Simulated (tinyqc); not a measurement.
Comparisons within one model: band gaps under pressure and temperature from deformation potentials. A value that a table varies takes the place of the one given here.

Murnaghan: V/V0 = (1 + Bp P/B0)^(-1/Bp), B0 = (C11 + 2 C12)/3. Each gap moves by a ln(V/V0) with its volume potential a, and falls with temperature by aV T^2/(T + bV) (Varshni); the two effects are added. No change of phase is considered.

Constants: hc = 1239.841984 eV nm.

Values chosen for the exercise (near those of Si, the X and L potentials typical of such crystals; the results hold for these values, not for the real material):
- Eg = 4.257 eV (gap at Gamma to the s-like level at 0 K, 0 GPa)
- EgX = 1.156 eV (gap to X at 0 K, 0 GPa)
- EgL = 2.07 eV (gap to L at 0 K, 0 GPa)
- C11 = 163.2 GPa
- C12 = 63.5 GPa
- Bp = 3.96 (pressure derivative of the bulk modulus)
- aG = -12.31 eV (volume potential of the Gamma gap)
- aX = 1.72 eV (volume potential of the X gap)
- aL = -3.02 eV (volume potential of the L gap)
- aV = (0.373, 0.497, 0.463) meV/K (Varshni alpha of Gamma, X, L)
- bV = (116, 675, 285) K (Varshni beta of Gamma, X, L)
- T = 500 K (temperature)
- P = 3.4 GPa (pressure)

## Gaps against pressure

The last column is the linear form E0 + c1 P for Gamma, c1 = -aG/B0.

Gaps (eV):
```
P (GPa)  ln(V/V0)  Gamma      X      L  lowest  Gamma, linear
0.00       0.0000  4.106  1.050  1.923       X          4.106
1.00      -0.0101  4.230  1.033  1.953       X          4.233
2.00      -0.0199  4.350  1.016  1.983       X          4.360
3.00      -0.0293  4.466  1.000  2.011       X          4.487
4.00      -0.0383  4.577  0.984  2.038       X          4.615
5.00      -0.0470  4.684  0.969  2.065       X          4.742
6.00      -0.0555  4.788  0.955  2.090       X          4.869
7.00      -0.0636  4.889  0.941  2.115       X          4.996
8.00      -0.0715  4.986  0.927  2.139       X          5.124
```

How do the results move?

Over 8 GPa Gamma moves by +0.881, L by +0.216 and X by -0.123 eV. X stays lowest. The linear form overshoots by 137 meV at the end, because the crystal stiffens; the gap is linear in ln V, not in P.

## Gaps against temperature

At the pressure P; wavelength hc/E of the lowest gap.

Gaps (eV):
```
T (K)   Gamma       X       L  lowest  wavelength (nm)
0      4.6621  1.0994  2.1694       X           1127.7
50     4.6565  1.0977  2.1659       X           1129.5
100    4.6448  1.0930  2.1574       X           1134.4
200    4.6149  1.0767  2.1312       X           1151.5
300    4.5814  1.0535  2.0982       X           1176.9
400    4.5464  1.0254  2.0612       X           1209.1
500    4.5107  0.9937  2.0219       X           1247.8
600    4.4746  0.9591  1.9810       X           1292.8
```

What can be read from the table?

From 0 to 100 K the Gamma gap falls by 17.3 meV, from 500 to 600 K by 36.2 meV: quadratic below bV, linear with a slope tending to aV = 0.373 meV/K above. X stays lowest. A pressure of 0.63 GPa, with the slope -aG/B0 at zero pressure, would undo the fall of the Gamma gap from 0 to 300 K.

## What each parameter does

Gaps at P and T. Each row changes one parameter from the base and keeps the others.

Results:
```
case              Gamma (eV)  X (eV)  L (eV)
base                  4.5107  0.9937  2.0219
T = 550 K             4.4927  0.9767  2.0016
C11 = 146.88 GPa      4.5333  0.9905  2.0275
C12 = 57.15 GPa       4.5280  0.9912  2.0262
Bp = 3.564            4.5133  0.9933  2.0226
aG = -11.079 eV       4.4702  0.9937  2.0219
aX = 1.892 eV         4.5107  0.9880  2.0219
aL = -3.322 eV        4.5107  0.9937  2.0319
P = 3.06 GPa          4.4725  0.9990  2.0126
```

What does this show?

The largest shifts from the base row, up to three for each result and ties (the steps differ in size, so this ranks the rows, not the parameters). Gamma (eV): aG -0.0405, P -0.0382, C11 +0.0226; unchanged at the printed digits by aX and aL. X (eV): T -0.0170, aX -0.0057, P +0.0053; unchanged at the printed digits by aG and aL. L (eV): T -0.0203, aL +0.0099, P -0.0094; unchanged at the printed digits by aG and aX.

Program tinyqc; command `OMP_NUM_THREADS=1 python tinyqc.py 1080576 1080577 out.jsonl`; about 0.01 s on one thread of a shared Intel(R) Xeon(R) Processor @ 2.30GHz.
